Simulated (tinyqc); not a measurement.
G0W0 on RHF in the sto-6g basis, for BeH2, spin multiplicity 1, step by step (part 1 of 2). Computed by tinyqc, a small Python program that keeps every step (integrals from PySCF). Settings: charge = 0, multiplicity = 1, basis = sto-6g, method = RHF, energy threshold = 1e-10, iteration cap = 66, orthogonalisation = canonical, start = core, DIIS depth = 6. Command: `OMP_NUM_THREADS=1 python tinyqc.py 25037 25038 out.jsonl` (the two numbers bound the seeds that draw the settings). One thread of a shared host (Intel(R) Xeon(R) Processor @ 2.60GHz), about 0.1 s of CPU time with the checks. The early iterations of the SCF are left out here.

## One-electron integrals

Geometry (angstrom):
```
atom         x          y         z
Be    0.000000   0.000000  0.000000
H     0.000000   1.547000  0.000000
H     0.000000  -1.539000  0.000000
```

Basis sto-6g: exponents (1/bohr^2) and contraction coefficients of normalised primitives:
```
element  l (shell)    exponent  coefficient
Be           s (1)  312.870494     0.009164
Be           s (1)   57.364463     0.049361
Be           s (1)   16.048509     0.168538
Be           s (1)    5.513096     0.370563
Be           s (1)    2.140897     0.416492
Be           s (1)    0.881739     0.130334
Be           s (2)   13.633247    -0.013253
Be           s (2)    2.698375    -0.046992
Be           s (2)    0.838653    -0.033785
Be           s (2)    0.322660     0.250242
Be           s (2)    0.140131     0.595117
Be           s (2)    0.064233     0.240706
Be           p (3)   13.633247     0.003760
Be           p (3)    2.698375     0.037679
Be           p (3)    0.838653     0.173897
Be           p (3)    0.322660     0.418036
Be           p (3)    0.140131     0.425860
Be           p (3)    0.064233     0.101708
H            s (1)   35.523221     0.009164
H            s (1)    6.513144     0.049361
H            s (1)    1.822143     0.168538
H            s (1)    0.625955     0.370563
H            s (1)    0.243077     0.416492
H            s (1)    0.100112     0.130334
```

Overlap, kinetic and nuclear-attraction integrals over the contracted functions; the nuclear repulsion is the sum of Za Zb / Rab.

nuclear repulsion = 2.91512297 hartree

overlap S, order 1Be 1s, 1Be 2s, 1Be 2px, 1Be 2py, 1Be 2pz, 2H 1s, 3H 1s:
```
[[1.000000, 0.254764, 0.000000, 0.000000, 0.000000, 0.045479, 0.046301],
 [0.254764, 1.000000, 0.000000, 0.000000, 0.000000, 0.380292, 0.383270],
 [0.000000, 0.000000, 1.000000, 0.000000, 0.000000, 0.000000, 0.000000],
 [0.000000, 0.000000, 0.000000, 1.000000, 0.000000, 0.461033, -0.463673],
 [0.000000, 0.000000, 0.000000, 0.000000, 1.000000, 0.000000, 0.000000],
 [0.045479, 0.380292, 0.000000, 0.461033, 0.000000, 1.000000, 0.018564],
 [0.046301, 0.383270, 0.000000, -0.463673, 0.000000, 0.018564, 1.000000]]
```

kinetic energy T (hartree), order 1Be 1s, 1Be 2s, 1Be 2px, 1Be 2py, 1Be 2pz, 2H 1s, 3H 1s:
```
[[6.768753, -0.207382, 0.000000, 0.000000, 0.000000, -0.012634, -0.012735],
 [-0.207382, 0.220121, 0.000000, 0.000000, 0.000000, 0.041232, 0.042162],
 [0.000000, 0.000000, 0.661265, 0.000000, 0.000000, 0.000000, 0.000000],
 [0.000000, 0.000000, 0.000000, 0.661265, 0.000000, 0.131529, -0.133656],
 [0.000000, 0.000000, 0.000000, 0.000000, 0.661265, 0.000000, 0.000000],
 [-0.012634, 0.041232, 0.000000, 0.131529, 0.000000, 0.768522, -0.005066],
 [-0.012735, 0.042162, 0.000000, -0.133656, 0.000000, -0.005066, 0.768522]]
```

nuclear attraction V (hartree), order 1Be 1s, 1Be 2s, 1Be 2px, 1Be 2py, 1Be 2pz, 2H 1s, 3H 1s:
```
[[-15.400703, -1.825478, 0.000000, 0.000148, 0.000000, -0.353760, -0.360329],
 [-1.825478, -2.960959, 0.000000, 0.000869, 0.000000, -1.039454, -1.050223],
 [0.000000, 0.000000, -2.898339, 0.000000, 0.000000, 0.000000, 0.000000],
 [0.000148, 0.000869, 0.000000, -3.085931, 0.000000, -1.234126, 1.244559],
 [0.000000, 0.000000, 0.000000, 0.000000, -2.898339, 0.000000, 0.000000],
 [-0.353760, -1.039454, 0.000000, -1.234126, 0.000000, -2.774811, -0.057286],
 [-0.360329, -1.050223, 0.000000, 1.244559, 0.000000, -0.057286, -2.781746]]
```

core Hamiltonian H = T + V (hartree), order 1Be 1s, 1Be 2s, 1Be 2px, 1Be 2py, 1Be 2pz, 2H 1s, 3H 1s:
```
[[-8.631950, -2.032860, 0.000000, 0.000148, 0.000000, -0.366394, -0.373064],
 [-2.032860, -2.740838, 0.000000, 0.000869, 0.000000, -0.998222, -1.008061],
 [0.000000, 0.000000, -2.237073, 0.000000, 0.000000, 0.000000, 0.000000],
 [0.000148, 0.000869, 0.000000, -2.424665, 0.000000, -1.102597, 1.110903],
 [0.000000, 0.000000, 0.000000, 0.000000, -2.237073, 0.000000, 0.000000],
 [-0.366394, -0.998222, 0.000000, -1.102597, 0.000000, -2.006289, -0.062352],
 [-0.373064, -1.008061, 0.000000, 1.110903, 0.000000, -0.062352, -2.013224]]
```

## Two-electron integrals

Functions are numbered as in S; the eight-fold symmetry (ij|kl) = (ji|kl) = (kl|ij) leaves the list below.

Two-electron integrals (ij|kl) in chemists' order, unique and non-zero (hartree):
```
(11|11) 2.299996    (21|11) 0.361879    (21|21) 0.071926    (22|11) 0.570332
(22|21) 0.139654    (22|22) 0.417773    (31|31) 0.015252    (32|31) 0.022555
(32|32) 0.092340    (33|11) 0.570332    (33|21) 0.139654    (33|22) 0.417773
(33|33) 0.450117    (41|41) 0.015252    (42|41) 0.022555    (42|42) 0.092340
(43|43) 0.024258    (44|11) 0.570332    (44|21) 0.139654    (44|22) 0.417773
(44|33) 0.401601    (44|44) 0.450117    (51|51) 0.015252    (52|51) 0.022555
(52|52) 0.092340    (53|53) 0.024258    (54|54) 0.024258    (55|11) 0.570332
(55|21) 0.139654    (55|22) 0.417773    (55|33) 0.401601    (55|44) 0.401601
(55|55) 0.450117    (61|11) 0.066106    (61|21) 0.012773    (61|22) 0.024751
(61|33) 0.024547    (61|41) 0.001267    (61|42) 0.002475    (61|44) 0.025161
(61|55) 0.024547    (61|61) 0.002400    (62|11) 0.171895    (62|21) 0.042837
(62|22) 0.141083    (62|33) 0.135616    (62|41) 0.005948    (62|42) 0.036094
(62|44) 0.152018    (62|55) 0.135616    (62|61) 0.008443    (62|62) 0.073274
(63|31) 0.003954    (63|32) 0.018417    (63|43) 0.006120    (63|63) 0.006377
(64|11) 0.189439    (64|21) 0.047772    (64|22) 0.164224    (64|33) 0.154592
(64|41) 0.009565    (64|42) 0.056120    (64|44) 0.183488    (64|55) 0.154592
(64|61) 0.009847    (64|62) 0.096745    (64|64) 0.131346    (65|51) 0.003954
(65|52) 0.018417    (65|54) 0.006120    (65|65) 0.006377    (66|11) 0.340716
(66|21) 0.086567    (66|22) 0.319121    (66|33) 0.296387    (66|41) 0.013583
(66|42) 0.107625    (66|44) 0.364591    (66|55) 0.296387    (66|61) 0.017576
(66|62) 0.214203    (66|64) 0.299347    (66|66) 0.774999    (71|11) 0.067324
(71|21) 0.013007    (71|22) 0.025201    (71|33) 0.024993    (71|41) -0.001290
(71|42) -0.002518   (71|44) 0.025618    (71|55) 0.024993    (71|61) 0.002210
(71|62) 0.007103    (71|64) 0.007641    (71|66) 0.014210    (71|71) 0.002489
(72|11) 0.173790    (72|21) 0.043302    (72|22) 0.142470    (72|33) 0.136961
(72|41) -0.006015   (72|42) -0.036405   (72|44) 0.153486    (72|55) 0.136961
(72|61) 0.007051    (72|62) 0.037088    (72|64) 0.039675    (72|66) 0.079419
(72|71) 0.008689    (72|72) 0.074501    (73|31) 0.004013    (73|32) 0.018652
(73|43) -0.006185   (73|63) 0.002493    (73|73) 0.006514    (74|11) -0.191117
(74|21) -0.048191   (74|22) -0.165511   (74|33) -0.155801   (74|41) 0.009679
(74|42) 0.056615    (74|44) -0.184931   (74|55) -0.155801   (74|61) -0.007568
(74|62) -0.039570   (74|64) -0.041028   (74|66) -0.084021   (74|71) -0.010115
(74|72) -0.098198   (74|74) 0.133138    (75|51) 0.004013    (75|52) 0.018652
(75|54) -0.006185   (75|65) 0.002493    (75|75) 0.006514    (76|11) 0.010424
(76|21) 0.002530    (76|22) 0.007632    (76|33) 0.007480    (76|41) 6.85e-07
(76|42) 0.000005    (76|44) 0.007936    (76|55) 0.007480    (76|61) 0.000452
(76|62) 0.002741    (76|64) 0.003282    (76|66) 0.006649    (76|71) 0.000460
(76|72) 0.002761    (76|74) -0.003298   (76|76) 0.000143    (77|11) 0.342441
(77|21) 0.086998    (77|22) 0.320326    (77|33) 0.297475    (77|41) -0.013707
(77|42) -0.108162   (77|44) 0.366030    (77|55) 0.297475    (77|61) 0.014021
(77|62) 0.078896    (77|64) 0.083675    (77|66) 0.171467    (77|71) 0.017990
(77|72) 0.216158    (77|74) -0.301643   (77|76) 0.006649    (77|77) 0.774999
```

## Orthogonalisation

S = U s U^T; canonical form X = U s^(-1/2), so that X^T S X = 1. Each column of U has its largest component positive (the first on a tie).

eigenvalues of S: [0.336751, 0.433714, 0.953444, 1.000000, 1.000000, 1.631144, 1.644948]

X, order 1Be 1s, 1Be 2s, 1Be 2px, 1Be 2py, 1Be 2pz, 2H 1s, 3H 1s:
```
[[0.005905, -0.383512, 0.926602, 0.000000, 0.000000, 0.265612, -0.039005],
 [-0.023644, 1.100322, -0.059256, 0.000000, 0.000000, 0.531714, -0.078766],
 [0.000000, 0.000000, 0.000000, 0.999991, -0.004203, 0.000000, 0.000000],
 [1.209618, 0.020143, 0.000688, 0.000000, 0.000000, 0.082106, 0.549173],
 [0.000000, 0.000000, 0.000000, 0.004203, 0.999991, 0.000000, 0.000000],
 [-0.852377, -0.702436, -0.306460, 0.000000, 0.000000, 0.408147, 0.330856],
 [0.882745, -0.673835, -0.304646, 0.000000, 0.000000, 0.294061, -0.434902]]
```

Within a degenerate level the vectors are fixed only up to a rotation; this is one choice.

## Iteration 7 (converged): orbitals

converged F (hartree), order 1Be 1s, 1Be 2s, 1Be 2px, 1Be 2py, 1Be 2pz, 2H 1s, 3H 1s:
```
[[-4.599920, -1.249681, 0.000000, 0.000016, 0.000000, -0.227532, -0.231604],
 [-1.249681, -0.568271, 0.000000, 0.001053, 0.000000, -0.343214, -0.345771],
 [0.000000, 0.000000, 0.210239, 0.000000, 0.000000, 0.000000, 0.000000],
 [0.000016, 0.001053, 0.000000, -0.158292, 0.000000, -0.305459, 0.306733],
 [0.000000, 0.000000, 0.000000, 0.000000, 0.210239, 0.000000, 0.000000],
 [-0.227532, -0.343214, 0.000000, -0.305459, 0.000000, -0.243282, -0.018876],
 [-0.231604, -0.345771, 0.000000, 0.306733, 0.000000, -0.018876, -0.245794]]
```

Diagonalise F' = X^T F X, C = X C', fill 3 alpha and 3 beta electrons from the bottom; D = 2 C_occ C_occ^T. Each column has its largest component positive (the first on a tie).

F' = X^T F X (hartree):
```
[[0.713731, 0.005652, -0.008149, 0.000000, 0.000000, 0.004719, 0.053387],
 [0.005652, 0.241894, 0.700859, 0.000000, 0.000000, 0.284744, -0.041145],
 [-0.008149, 0.700859, -3.628366, 0.000000, 0.000000, -1.639402, 0.242591],
 [0.000000, 0.000000, 0.000000, 0.210239, 0.000000, 0.000000, 0.000000],
 [0.000000, 0.000000, 0.000000, 0.000000, 0.210239, 0.000000, 0.000000],
 [0.004719, 0.284744, -1.639402, 0.000000, 0.000000, -1.253721, 0.130255],
 [0.053387, -0.041145, 0.242591, 0.000000, 0.000000, 0.130255, -0.399028]]
```

orbital energies (hartree): [-4.601449, -0.423100, -0.382215, 0.210239, 0.210239, 0.364863, 0.716411]

coefficients C, order 1Be 1s, 1Be 2s, 1Be 2px, 1Be 2py, 1Be 2pz, 2H 1s, 3H 1s:
```
[[0.994748, -0.202690, -0.003709, 0.000000, 0.000000, -0.217155, 0.001323],
 [0.020852, 0.595550, 0.012052, 0.000000, 0.000000, 1.071606, -0.010176],
 [0.000000, 0.000000, 0.000000, 0.962731, -0.270459, 0.000000, 0.000000],
 [-0.000016, -0.009379, 0.495531, 0.000000, 0.000000, 0.005701, 1.235412],
 [0.000000, 0.000000, 0.000000, 0.270459, 0.962731, 0.000000, 0.000000],
 [-0.002517, 0.388050, 0.436842, 0.000000, 0.000000, -0.735818, -0.840882],
 [-0.002519, 0.404324, -0.420919, 0.000000, 0.000000, -0.728454, 0.854641]]
```

D after iteration 7, order 1Be 1s, 1Be 2s, 1Be 2px, 1Be 2py, 1Be 2pz, 2H 1s, 3H 1s:
```
[[2.061241, -0.200028, 0.000000, 0.000095, 0.000000, -0.165556, -0.165794],
 [-0.200028, 0.710519, 0.000000, 0.000772, 0.000000, 0.472630, 0.471339],
 [0.000000, 0.000000, 0.000000, 0.000000, 0.000000, 0.000000, 0.000000],
 [0.000095, 0.000772, 0.000000, 0.491278, 0.000000, 0.425658, -0.424742],
 [0.000000, 0.000000, 0.000000, 0.000000, 0.000000, 0.000000, 0.000000],
 [-0.165556, 0.472630, 0.000000, 0.425658, 0.000000, 0.682840, -0.053942],
 [-0.165794, 0.471339, 0.000000, -0.424742, 0.000000, -0.053942, 0.681314]]
```

Within a degenerate level the vectors are fixed only up to a rotation; this is one choice.

## Convergence

Stop when the energy changes by less than 1e-10 hartree and every element of the error matrix X^T (F D S - S D F) X is below 3e-06.

Course of the cycle:
```
iteration   E (hartree)     change  largest element of the error matrix
1          -14.96047139          -                             7.74e-01
2          -15.68281032  -7.22e-01                             3.45e-02
3          -15.68360348  -7.93e-04                             3.09e-03
4          -15.68361107  -7.60e-06                             4.48e-04
5          -15.68361138  -3.08e-07                             1.06e-05
6          -15.68361138  -1.03e-10                             5.87e-08
7          -15.68361138  -7.11e-15                             1.54e-09
```

PySCF RHF in the same basis = -15.68361138 hartree

Converged in 7 iterations.

## Integrals over molecular orbitals

(pq|rs) = sum C_ip C_jq C_kr C_ls (ij|kl), one index at a time.

one-electron integrals over orbitals h = C^T H C (hartree):
```
[[-8.623152, 0.209377, 0.003922, 0.000000, 0.000000, 0.212113, -0.001166],
 [0.209377, -2.315456, 0.001083, 0.000000, 0.000000, -0.245653, 0.006742],
 [0.003922, 0.001083, -2.253362, 0.000000, 0.000000, -0.007856, -0.311152],
 [0.000000, 0.000000, 0.000000, -2.237073, 0.000000, 0.000000, 0.000000],
 [0.000000, 0.000000, 0.000000, 0.000000, -2.237073, 0.000000, 0.000000],
 [0.212113, -0.245653, -0.007856, 0.000000, 0.000000, -1.916901, -0.000326],
 [-0.001166, 0.006742, -0.311152, 0.000000, 0.000000, -0.000326, -1.863256]]
```

Two-electron integrals over orbitals (pq|rs), unique and non-zero (hartree):
```
(11|11) 2.280988    (21|11) -0.188243   (21|21) 0.024443    (22|11) 0.461526
(22|21) -0.005728   (22|22) 0.376825    (31|11) -0.003457   (31|21) 0.000345
(31|22) -0.000562   (31|31) 0.005228    (32|11) 0.000207    (32|21) -0.000292
(32|22) -0.006700   (32|31) 0.011171    (32|32) 0.160160    (33|11) 0.423667
(33|21) -0.002117   (33|22) 0.388542    (33|31) 0.000367    (33|32) 0.005548
(33|33) 0.412120    (41|41) 0.016024    (42|41) 0.014715    (42|42) 0.046960
(43|41) 0.000276    (43|42) 0.000623    (43|43) 0.012656    (44|11) 0.570059
(44|21) -0.006873   (44|22) 0.354275    (44|31) -0.000123   (44|32) 0.000025
(44|33) 0.337142    (44|44) 0.450117    (51|51) 0.016024    (52|51) 0.014715
(52|52) 0.046960    (53|51) 0.000276    (53|52) 0.000623    (53|53) 0.012656
(54|54) 0.024258    (55|11) 0.570059    (55|21) -0.006873   (55|22) 0.354275
(55|31) -0.000123   (55|32) 0.000025    (55|33) 0.337142    (55|44) 0.401601
(55|55) 0.450117    (61|11) -0.200604   (61|21) 0.026664    (61|22) -0.006302
(61|31) 0.000548    (61|32) 0.000058    (61|33) -0.002929   (61|44) -0.005454
(61|55) -0.005454   (61|61) 0.029210    (62|11) 0.139653    (62|21) -0.006465
(62|22) -0.016232   (62|31) -0.000060   (62|32) 0.001990    (62|33) -0.041396
(62|44) 0.066687    (62|55) 0.066687    (62|61) -0.005795   (62|62) 0.083225
(63|11) 0.003948    (63|21) -0.000131   (63|22) 0.003418    (63|31) -0.000488
(63|32) -0.092036   (63|33) -0.004339   (63|44) 0.001971    (63|55) 0.001971
(63|61) -0.000134   (63|62) 0.000899    (63|63) 0.086108    (64|41) 0.016279
(64|42) 0.046672    (64|43) 0.000977    (64|64) 0.050211    (65|51) 0.016279
(65|52) 0.046672    (65|53) 0.000977    (65|65) 0.050211    (66|11) 0.472026
(66|21) -0.007242   (66|22) 0.378715    (66|31) -0.000023   (66|32) 0.001309
(66|33) 0.389411    (66|44) 0.356054    (66|55) 0.356054    (66|61) -0.007452
(66|62) -0.026361   (66|63) -0.001578   (66|66) 0.395519    (71|11) 0.001257
(71|21) -0.000368   (71|22) -0.000680   (71|31) 0.009873    (71|32) 0.017733
(71|33) 0.000673    (71|44) 0.000024    (71|55) 0.000024    (71|61) -0.000080
(71|62) 0.000104    (71|63) 0.000226    (71|66) 0.000231    (71|71) 0.018860
(72|11) -0.003545   (72|21) 0.000032    (72|22) 0.001815    (72|31) 0.004435
(72|32) -0.040697   (72|33) -0.000836   (72|44) -0.001589   (72|55) -0.001589
(72|61) 0.000151    (72|62) -0.002845   (72|63) 0.062957    (72|66) 0.000084
(72|71) 0.008228    (72|72) 0.058023    (73|11) 0.149924    (73|21) -0.003922
(73|22) -0.000616   (73|31) 0.000045    (73|32) 0.000165    (73|33) -0.018289
(73|44) 0.069431    (73|55) 0.069431    (73|61) -0.003504   (73|62) 0.078835
(73|63) 0.002827    (73|66) -0.019473   (73|71) 0.000216    (73|72) -0.001341
(73|73) 0.087164    (74|41) -0.000113   (74|42) -0.000585   (74|43) 0.013320
(74|64) -0.000232   (74|74) 0.016932    (75|51) -0.000113   (75|52) -0.000585
(75|53) 0.013320    (75|65) -0.000232   (75|75) 0.016932    (76|11) 0.000141
(76|21) -0.000197   (76|22) -0.005488   (76|31) 0.009934    (76|32) 0.140322
(76|33) 0.005460    (76|44) -0.000079   (76|55) -0.000079   (76|61) 0.000110
(76|62) 0.001516    (76|63) -0.090653   (76|66) 0.001581    (76|71) 0.016238
(76|72) -0.048243   (76|73) -0.000139   (76|76) 0.136360    (77|11) 0.549005
(77|21) -0.007165   (77|22) 0.403341    (77|31) -0.000241   (77|32) -0.002214
(77|33) 0.419510    (77|44) 0.378827    (77|55) 0.378827    (77|61) -0.007525
(77|62) -0.020026   (77|63) 0.000997    (77|66) 0.413459    (77|71) -0.000122
(77|72) 0.000956    (77|73) 0.002138    (77|76) -0.001564   (77|77) 0.457170
```
